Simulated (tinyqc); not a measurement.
Inside a calculation (part 1 of 2). Method: UHF in the 3-21g basis, for H2, spin multiplicity 3. Computed by tinyqc, a small Python program that keeps every step (integrals from PySCF). Settings: charge = 0, multiplicity = 3, basis = 3-21g, energy threshold = 1e-10, iteration cap = 65, orthogonalisation = symmetric, start = core, DIIS depth = 6, DIIS from iteration = 3, damping = 0.7, method = UHF. Command: `OMP_NUM_THREADS=1 python tinyqc.py 31076 31077 out.jsonl` (the two numbers bound the seeds that draw the settings). One thread of a shared host (Intel(R) Xeon(R) Processor @ 2.60GHz), about 0.1 s of CPU time with the checks. Later iterations appear only in the table of the cycle.

## One-electron integrals

Geometry (angstrom):
```
atom        x        y        z
H     0.00000  0.00000  0.00000
H     0.00000  0.00000  1.19400
```

Basis 3-21g: exponents (1/bohr^2) and contraction coefficients of normalised primitives:
```
element  l (shell)  exponent  coefficient
H            s (1)   5.44718      0.15628
H            s (1)   0.82455      0.90469
H            s (2)   0.18319      1.00000
```

Overlap, kinetic and nuclear-attraction integrals over the contracted functions; the nuclear repulsion is the sum of Za Zb / Rab.

nuclear repulsion = 0.4431970 hartree

overlap S:
```
         1H 1s    1H 2s    2H 1s    2H 2s
1H 1s  1.00000  0.64590  0.10444  0.29913
1H 2s  0.64590  1.00000  0.29913  0.62731
2H 1s  0.10444  0.29913  1.00000  0.64590
2H 2s  0.29913  0.62731  0.64590  1.00000
```

kinetic energy T (hartree):
```
          1H 1s    1H 2s     2H 1s    2H 2s
1H 1s   1.54940  0.29315  -0.06215  0.06596
1H 2s   0.29315  0.27479   0.06596  0.11879
2H 1s  -0.06215  0.06596   1.54940  0.29315
2H 2s   0.06596  0.11879   0.29315  0.27479
```

nuclear attraction V (hartree):
```
          1H 1s     1H 2s     2H 1s     2H 2s
1H 1s  -2.16410  -1.06855  -0.18253  -0.50133
1H 2s  -1.06855  -1.10252  -0.50133  -0.74045
2H 1s  -0.18253  -0.50133  -2.16410  -1.06855
2H 2s  -0.50133  -0.74045  -1.06855  -1.10252
```

core Hamiltonian H = T + V (hartree):
```
          1H 1s     1H 2s     2H 1s     2H 2s
1H 1s  -0.61469  -0.77540  -0.24469  -0.43537
1H 2s  -0.77540  -0.82773  -0.43537  -0.62166
2H 1s  -0.24469  -0.43537  -0.61469  -0.77540
2H 2s  -0.43537  -0.62166  -0.77540  -0.82773
```

## Two-electron integrals

Functions are numbered as in S; the eight-fold symmetry (ij|kl) = (ji|kl) = (kl|ij) leaves the list below.

Two-electron integrals (ij|kl) in chemists' order, unique and non-zero (hartree):
```
(11|11) 1.14014   (21|11) 0.61140   (21|21) 0.34515   (22|11) 0.62637
(22|21) 0.38033   (22|22) 0.48296   (31|11) 0.08095   (31|21) 0.04803
(31|22) 0.05722   (31|31) 0.01115   (32|11) 0.15556   (32|21) 0.09778
(32|22) 0.13325   (32|31) 0.02528   (32|32) 0.07347   (33|11) 0.44205
(33|21) 0.28353   (33|22) 0.40912   (33|31) 0.08095   (33|32) 0.27252
(33|33) 1.14014   (41|11) 0.27252   (41|21) 0.15518   (41|22) 0.17350
(41|31) 0.02528   (41|32) 0.05267   (41|33) 0.15556   (41|41) 0.07347
(42|11) 0.34699   (42|21) 0.21361   (42|22) 0.28098   (42|31) 0.04047
(42|32) 0.10512   (42|33) 0.34699   (42|41) 0.10512   (42|42) 0.19005
(43|11) 0.28353   (43|21) 0.18092   (43|22) 0.25871   (43|31) 0.04803
(43|32) 0.15518   (43|33) 0.61140   (43|41) 0.09778   (43|42) 0.21361
(43|43) 0.34515   (44|11) 0.40912   (44|21) 0.25871   (44|22) 0.36696
(44|31) 0.05722   (44|32) 0.17350   (44|33) 0.62637   (44|41) 0.13325
(44|42) 0.28098   (44|43) 0.38033   (44|44) 0.48296
```

## Orthogonalisation

S = U s U^T; symmetric (Loewdin) form X = U s^(-1/2) U^T, so that X^T S X = 1.

eigenvalues of S: 0.19985  0.38535  1.06841  2.34640

X:
```
          1H 1s     1H 2s     2H 1s     2H 2s
1H 1s   1.23984  -0.48426   0.01976   0.02256
1H 2s  -0.48426   1.49422   0.02256  -0.49007
2H 1s   0.01976   0.02256   1.23984  -0.48426
2H 2s   0.02256  -0.49007  -0.48426   1.49422
```

## Starting guess

The start is the orbitals of the core Hamiltonian; D(s) = C_occ C_occ^T for each spin.

D(alpha) at the start:
```
          1H 1s     1H 2s     2H 1s     2H 2s
1H 1s   0.20986   0.36531  -0.01954  -0.15243
1H 2s   0.36531   0.70329  -0.15243  -0.46519
2H 1s  -0.01954  -0.15243   0.20986   0.36531
2H 2s  -0.15243  -0.46519   0.36531   0.70329
```

D(beta) at the start:
```
         1H 1s    1H 2s    2H 1s    2H 2s
1H 1s  0.00000  0.00000  0.00000  0.00000
1H 2s  0.00000  0.00000  0.00000  0.00000
2H 1s  0.00000  0.00000  0.00000  0.00000
2H 2s  0.00000  0.00000  0.00000  0.00000
```

## Iteration 1: building the Fock matrix

J_ij = sum D_kl (ij|kl) with D = D(alpha) + D(beta), K_ij = sum D_kl (ik|jl) for each spin; F = H + J - K(s); E = tr D H + tr D J / 2 - 0.5 sum_s tr D(s) K(s) + E_nn.

Coulomb J (hartree):
```
         1H 1s    1H 2s    2H 1s    2H 2s
1H 1s  1.25764  0.74387  0.13114  0.35314
1H 2s  0.74387  0.92477  0.35314  0.61050
2H 1s  0.13114  0.35314  1.25764  0.74387
2H 2s  0.35314  0.61050  0.74387  0.92477
```

exchange K(alpha) (hartree):
```
         1H 1s    1H 2s    2H 1s    2H 2s
1H 1s  0.75593  0.57972  0.10859  0.26868
1H 2s  0.57972  0.54486  0.26868  0.36858
2H 1s  0.10859  0.26868  0.75593  0.57972
2H 2s  0.26868  0.36858  0.57972  0.54486
```

exchange K(beta) (hartree):
```
         1H 1s    1H 2s    2H 1s    2H 2s
1H 1s  0.00000  0.00000  0.00000  0.00000
1H 2s  0.00000  0.00000  0.00000  0.00000
2H 1s  0.00000  0.00000  0.00000  0.00000
2H 2s  0.00000  0.00000  0.00000  0.00000
```

F(alpha) (hartree):
```
          1H 1s     1H 2s     2H 1s     2H 2s
1H 1s  -0.11299  -0.61126  -0.22213  -0.35092
1H 2s  -0.61126  -0.44783  -0.35092  -0.37974
2H 1s  -0.22213  -0.35092  -0.11299  -0.61126
2H 2s  -0.35092  -0.37974  -0.61126  -0.44783
```

F(beta) (hartree):
```
          1H 1s     1H 2s     2H 1s     2H 2s
1H 1s   0.64295  -0.03154  -0.11355  -0.08223
1H 2s  -0.03154   0.09704  -0.08223  -0.01116
2H 1s  -0.11355  -0.08223   0.64295  -0.03154
2H 2s  -0.08223  -0.01116  -0.03154   0.09704
```

total energy of this density = -0.9050398 hartree

This density is the starting one.

## Iteration 1: diagonalisation and new density

Diagonalise F' = X^T F X, C = X C', fill 2 alpha and 0 beta electrons from the bottom; D(s) = C_occ C_occ^T; the new density keeps 0.7 of the old one (damping). Each column has its largest component positive (the first on a tie).

F' = X^T F X (alpha) (hartree):
```
          1         2         3         4
1   0.43898  -0.76984  -0.02797  -0.07367
2  -0.76984   0.13493  -0.07367  -0.14866
3  -0.02797  -0.07367   0.43898  -0.76984
4  -0.07367  -0.14866  -0.76984   0.13493
```

orbital energies (alpha) (hartree): MO1 -0.67120, MO2 -0.32691, MO3 1.06849, MO4 1.07745

coefficients C (alpha):
```
           MO1       MO2       MO3       MO4
1H 1s  0.29005   0.29937   0.90319  -0.88493
1H 2s  0.35932   0.81864  -0.69400   1.19456
2H 1s  0.29005  -0.29937   0.90319   0.88493
2H 2s  0.35932  -0.81864  -0.69400  -1.19456
```

F' = X^T F X (beta) (hartree):
```
          1         2         3         4
1   1.04089  -0.47834  -0.05031  -0.03750
2  -0.47834   0.41165  -0.03750  -0.10672
3  -0.05031  -0.03750   1.04089  -0.47834
4  -0.03750  -0.10672  -0.47834   0.41165
```

orbital energies (beta) (hartree): MO1 0.02838, MO2 0.27907, MO3 1.26712, MO4 1.33051

coefficients C (beta):
```
           MO1       MO2       MO3       MO4
1H 1s  0.13310   0.09661   0.93924  -0.92919
1H 2s  0.47153   1.06216  -0.62322   0.98435
2H 1s  0.13310  -0.09661   0.93924   0.92919
2H 2s  0.47153  -1.06216  -0.62322  -0.98435
```

D(alpha) after iteration 1:
```
          1H 1s     1H 2s     2H 1s     2H 2s
1H 1s   0.19903   0.36050  -0.01533  -0.14896
1H 2s   0.36050   0.73208  -0.14896  -0.48795
2H 1s  -0.01533  -0.14896   0.19903   0.36050
2H 2s  -0.14896  -0.48795   0.36050   0.73208
```

D(beta) after iteration 1:
```
         1H 1s    1H 2s    2H 1s    2H 2s
1H 1s  0.00000  0.00000  0.00000  0.00000
1H 2s  0.00000  0.00000  0.00000  0.00000
2H 1s  0.00000  0.00000  0.00000  0.00000
2H 2s  0.00000  0.00000  0.00000  0.00000
```

## Iteration 2: building the Fock matrix

As before.

Coulomb J (hartree):
```
         1H 1s    1H 2s    2H 1s    2H 2s
1H 1s  1.24958  0.73996  0.13036  0.35121
1H 2s  0.73996  0.92171  0.35121  0.60821
2H 1s  0.13036  0.35121  1.24958  0.73996
2H 2s  0.35121  0.60821  0.73996  0.92171
```

exchange K(alpha) (hartree):
```
         1H 1s    1H 2s    2H 1s    2H 2s
1H 1s  0.74525  0.57602  0.10925  0.26751
1H 2s  0.57602  0.54549  0.26751  0.36851
2H 1s  0.10925  0.26751  0.74525  0.57602
2H 2s  0.26751  0.36851  0.57602  0.54549
```

exchange K(beta) (hartree):
```
         1H 1s    1H 2s    2H 1s    2H 2s
1H 1s  0.00000  0.00000  0.00000  0.00000
1H 2s  0.00000  0.00000  0.00000  0.00000
2H 1s  0.00000  0.00000  0.00000  0.00000
2H 2s  0.00000  0.00000  0.00000  0.00000
```

F(alpha) (hartree):
```
          1H 1s     1H 2s     2H 1s     2H 2s
1H 1s  -0.11036  -0.61146  -0.22357  -0.35167
1H 2s  -0.61146  -0.45151  -0.35167  -0.38197
2H 1s  -0.22357  -0.35167  -0.11036  -0.61146
2H 2s  -0.35167  -0.38197  -0.61146  -0.45151
```

F(beta) (hartree):
```
          1H 1s     1H 2s     2H 1s     2H 2s
1H 1s   0.63489  -0.03544  -0.11432  -0.08416
1H 2s  -0.03544   0.09398  -0.08416  -0.01345
2H 1s  -0.11432  -0.08416   0.63489  -0.03544
2H 2s  -0.08416  -0.01345  -0.03544   0.09398
```

total energy of this density = -0.9061957 hartree

This density is a damped mixture and is not idempotent.

## Iteration 2: diagonalisation and new density

As before.

F' = X^T F X (alpha) (hartree):
```
          1         2         3         4
1   0.44236  -0.76932  -0.02960  -0.07357
2  -0.76932   0.12963  -0.07357  -0.14816
3  -0.02960  -0.07357   0.44236  -0.76932
4  -0.07357  -0.14816  -0.76932   0.12963
```

orbital energies (alpha) (hartree): MO1 -0.67293, MO2 -0.32762, MO3 1.06716, MO4 1.07736

coefficients C (alpha):
```
           MO1       MO2       MO3       MO4
1H 1s  0.28832   0.29596   0.90374  -0.88608
1H 2s  0.36065   0.82323  -0.69331   1.19139
2H 1s  0.28832  -0.29596   0.90374   0.88608
2H 2s  0.36065  -0.82323  -0.69331  -1.19139
```

F' = X^T F X (beta) (hartree):
```
          1         2         3         4
1   1.03241  -0.47886  -0.05021  -0.03799
2  -0.47886   0.41026  -0.03799  -0.10719
3  -0.05021  -0.03799   1.03241  -0.47886
4  -0.03799  -0.10719  -0.47886   0.41026
```

orbital energies (beta) (hartree): MO1 0.02422, MO2 0.27638, MO3 1.26106, MO4 1.32370

coefficients C (beta):
```
           MO1       MO2       MO3       MO4
1H 1s  0.13558   0.09948   0.93888  -0.92889
1H 2s  0.46988   1.05913  -0.62446   0.98761
2H 1s  0.13558  -0.09948   0.93888   0.92889
2H 2s  0.46988  -1.05913  -0.62446  -0.98761
```

D(alpha) after iteration 2:
```
          1H 1s     1H 2s     2H 1s     2H 2s
1H 1s   0.19054   0.35664  -0.01207  -0.14617
1H 2s   0.35664   0.75479  -0.14617  -0.50586
2H 1s  -0.01207  -0.14617   0.19054   0.35664
2H 2s  -0.14617  -0.50586   0.35664   0.75479
```

D(beta) after iteration 2:
```
         1H 1s    1H 2s    2H 1s    2H 2s
1H 1s  0.00000  0.00000  0.00000  0.00000
1H 2s  0.00000  0.00000  0.00000  0.00000
2H 1s  0.00000  0.00000  0.00000  0.00000
2H 2s  0.00000  0.00000  0.00000  0.00000
```

## Iteration 3: building the Fock matrix

As before.

Coulomb J (hartree):
```
         1H 1s    1H 2s    2H 1s    2H 2s
1H 1s  1.24323  0.73688  0.12975  0.34969
1H 2s  0.73688  0.91930  0.34969  0.60640
2H 1s  0.12975  0.34969  1.24323  0.73688
2H 2s  0.34969  0.60640  0.73688  0.91930
```

exchange K(alpha) (hartree):
```
         1H 1s    1H 2s    2H 1s    2H 2s
1H 1s  0.73681  0.57309  0.10975  0.26658
1H 2s  0.57309  0.54598  0.26658  0.36846
2H 1s  0.10975  0.26658  0.73681  0.57309
2H 2s  0.26658  0.36846  0.57309  0.54598
```

exchange K(beta) (hartree):
```
         1H 1s    1H 2s    2H 1s    2H 2s
1H 1s  0.00000  0.00000  0.00000  0.00000
1H 2s  0.00000  0.00000  0.00000  0.00000
2H 1s  0.00000  0.00000  0.00000  0.00000
2H 2s  0.00000  0.00000  0.00000  0.00000
```

F(alpha) (hartree):
```
          1H 1s     1H 2s     2H 1s     2H 2s
1H 1s  -0.10827  -0.61161  -0.22469  -0.35226
1H 2s  -0.61161  -0.45441  -0.35226  -0.38372
2H 1s  -0.22469  -0.35226  -0.10827  -0.61161
2H 2s  -0.35226  -0.38372  -0.61161  -0.45441
```

F(beta) (hartree):
```
          1H 1s     1H 2s     2H 1s     2H 2s
1H 1s   0.62854  -0.03852  -0.11494  -0.08568
1H 2s  -0.03852   0.09157  -0.08568  -0.01526
2H 1s  -0.11494  -0.08568   0.62854  -0.03852
2H 2s  -0.08568  -0.01526  -0.03852   0.09157
```

total energy of this density = -0.9071362 hartree

This density is a damped mixture and is not idempotent.

## Iteration 3: diagonalisation and new density

As before.

F' = X^T F X (alpha) (hartree):
```
          1         2         3         4
1   0.44502  -0.76889  -0.03086  -0.07349
2  -0.76889   0.12544  -0.07349  -0.14778
3  -0.03086  -0.07349   0.44502  -0.76889
4  -0.07349  -0.14778  -0.76889   0.12544
```

orbital energies (alpha) (hartree): MO1 -0.67429, MO2 -0.32819, MO3 1.06611, MO4 1.07730

coefficients C (alpha):
```
           MO1       MO2       MO3       MO4
1H 1s  0.28695   0.29328   0.90418  -0.88697
1H 2s  0.36170   0.82684  -0.69276   1.18890
2H 1s  0.28695  -0.29328   0.90418   0.88697
2H 2s  0.36170  -0.82684  -0.69276  -1.18890
```

F' = X^T F X (beta) (hartree):
```
          1         2         3         4
1   1.02573  -0.47927  -0.05012  -0.03838
2  -0.47927   0.40916  -0.03838  -0.10756
3  -0.05012  -0.03838   1.02573  -0.47927
4  -0.03838  -0.10756  -0.47927   0.40916
```

orbital energies (beta) (hartree): MO1 0.02092, MO2 0.27424, MO3 1.25629, MO4 1.31834

coefficients C (beta):
```
           MO1       MO2       MO3       MO4
1H 1s  0.13755   0.10175   0.93860  -0.92864
1H 2s  0.46857   1.05671  -0.62544   0.99020
2H 1s  0.13755  -0.10175   0.93860   0.92864
2H 2s  0.46857  -1.05671  -0.62544  -0.99020
```

D(alpha) after iteration 3:
```
          1H 1s     1H 2s     2H 1s     2H 2s
1H 1s   0.18388   0.35353  -0.00955  -0.14393
1H 2s   0.35353   0.77270  -0.14393  -0.51995
2H 1s  -0.00955  -0.14393   0.18388   0.35353
2H 2s  -0.14393  -0.51995   0.35353   0.77270
```

D(beta) after iteration 3:
```
         1H 1s    1H 2s    2H 1s    2H 2s
1H 1s  0.00000  0.00000  0.00000  0.00000
1H 2s  0.00000  0.00000  0.00000  0.00000
2H 1s  0.00000  0.00000  0.00000  0.00000
2H 2s  0.00000  0.00000  0.00000  0.00000
```

## Iteration 4: building the Fock matrix

As before.

Coulomb J (hartree):
```
         1H 1s    1H 2s    2H 1s    2H 2s
1H 1s  1.23823  0.73445  0.12927  0.34849
1H 2s  0.73445  0.91740  0.34849  0.60498
2H 1s  0.12927  0.34849  1.23823  0.73445
2H 2s  0.34849  0.60498  0.73445  0.91740
```

exchange K(alpha) (hartree):
```
         1H 1s    1H 2s    2H 1s    2H 2s
1H 1s  0.73016  0.57076  0.11015  0.26584
1H 2s  0.57076  0.54635  0.26584  0.36842
2H 1s  0.11015  0.26584  0.73016  0.57076
2H 2s  0.26584  0.36842  0.57076  0.54635
```

exchange K(beta) (hartree):
```
         1H 1s    1H 2s    2H 1s    2H 2s
1H 1s  0.00000  0.00000  0.00000  0.00000
1H 2s  0.00000  0.00000  0.00000  0.00000
2H 1s  0.00000  0.00000  0.00000  0.00000
2H 2s  0.00000  0.00000  0.00000  0.00000
```

F(alpha) (hartree):
```
          1H 1s     1H 2s     2H 1s     2H 2s
1H 1s  -0.10662  -0.61172  -0.22557  -0.35272
1H 2s  -0.61172  -0.45669  -0.35272  -0.38510
2H 1s  -0.22557  -0.35272  -0.10662  -0.61172
2H 2s  -0.35272  -0.38510  -0.61172  -0.45669
```

F(beta) (hartree):
```
          1H 1s     1H 2s     2H 1s     2H 2s
1H 1s   0.62354  -0.04095  -0.11542  -0.08688
1H 2s  -0.04095   0.08967  -0.08688  -0.01668
2H 1s  -0.11542  -0.08688   0.62354  -0.04095
2H 2s  -0.08688  -0.01668  -0.04095   0.08967
```

total energy of this density = -0.9078759 hartree

This density is a damped mixture and is not idempotent.

## Iteration 4: DIIS over 2 matrices

error matrix X^T (FDS - SDF) X (alpha):
```
          1         2         3         4
1   0.00000   0.02415   0.00000  -0.00636
2  -0.02415   0.00000   0.00636   0.00000
3   0.00000  -0.00636   0.00000   0.02415
4   0.00636   0.00000  -0.02415   0.00000
```

B (overlaps of the stored error matrices):
```
               1              2
1  4.0191789e-03  3.1670927e-03
2  3.1670927e-03  2.4956899e-03
```

Minimise |sum c_i e_i|^2 with sum c_i = 1: solve [B -1; -1 0][c; lambda] = [0; -1] with B_ij = tr e_i^T e_j summed over both spins, and take F = sum c_i F_i.

DIIS coefficients: -3.71591  4.71591

extrapolated F(alpha) (hartree):
```
          1H 1s     1H 2s     2H 1s     2H 2s
1H 1s  -0.10050  -0.61210  -0.22882  -0.35444
1H 2s  -0.61210  -0.46515  -0.35444  -0.39024
2H 1s  -0.22882  -0.35444  -0.10050  -0.61210
2H 2s  -0.35444  -0.39024  -0.61210  -0.46515
```

extrapolated F(beta) (hartree):
```
          1H 1s     1H 2s     2H 1s     2H 2s
1H 1s   0.60494  -0.04998  -0.11722  -0.09134
1H 2s  -0.04998   0.08260  -0.09134  -0.02196
2H 1s  -0.11722  -0.09134   0.60494  -0.04998
2H 2s  -0.09134  -0.02196  -0.04998   0.08260
```

## Iteration 4: diagonalisation and new density

As before.

F' = X^T F X (alpha) (hartree):
```
          1         2         3         4
1   0.45491  -0.76723  -0.03553  -0.07323
2  -0.76723   0.10990  -0.07323  -0.14638
3  -0.03553  -0.07323   0.45491  -0.76723
4  -0.07323  -0.14638  -0.76723   0.10990
```

orbital energies (alpha) (hartree): MO1 -0.67937, MO2 -0.33045, MO3 1.06226, MO4 1.07717

coefficients C (alpha):
```
           MO1       MO2       MO3       MO4
1H 1s  0.28183   0.28331   0.90579  -0.89020
1H 2s  0.36561   0.84011  -0.69070   1.17955
2H 1s  0.28183  -0.28331   0.90579   0.89020
2H 2s  0.36561  -0.84011  -0.69070  -1.17955
```

F' = X^T F X (beta) (hartree):
```
          1         2         3         4
1   1.00090  -0.48079  -0.04980  -0.03983
2  -0.48079   0.40508  -0.03983  -0.10894
3  -0.04980  -0.03983   1.00090  -0.48079
4  -0.03983  -0.10894  -0.48079   0.40508
```

orbital energies (beta) (hartree): MO1 0.00858, MO2 0.26617, MO3 1.23867, MO4 1.29856

coefficients C (beta):
```
           MO1       MO2       MO3       MO4
1H 1s  0.14487   0.11030   0.93749  -0.92767
1H 2s  0.46368   1.04754  -0.62908   0.99990
2H 1s  0.14487  -0.11030   0.93749   0.92767
2H 2s  0.46368  -1.04754  -0.62908  -0.99990
```

D(alpha) after iteration 4:
```
          1H 1s     1H 2s     2H 1s     2H 2s
1H 1s   0.17663   0.34979  -0.00694  -0.14124
1H 2s   0.34979   0.79273  -0.14124  -0.53560
2H 1s  -0.00694  -0.14124   0.17663   0.34979
2H 2s  -0.14124  -0.53560   0.34979   0.79273
```

D(beta) after iteration 4:
```
         1H 1s    1H 2s    2H 1s    2H 2s
1H 1s  0.00000  0.00000  0.00000  0.00000
1H 2s  0.00000  0.00000  0.00000  0.00000
2H 1s  0.00000  0.00000  0.00000  0.00000
2H 2s  0.00000  0.00000  0.00000  0.00000
```
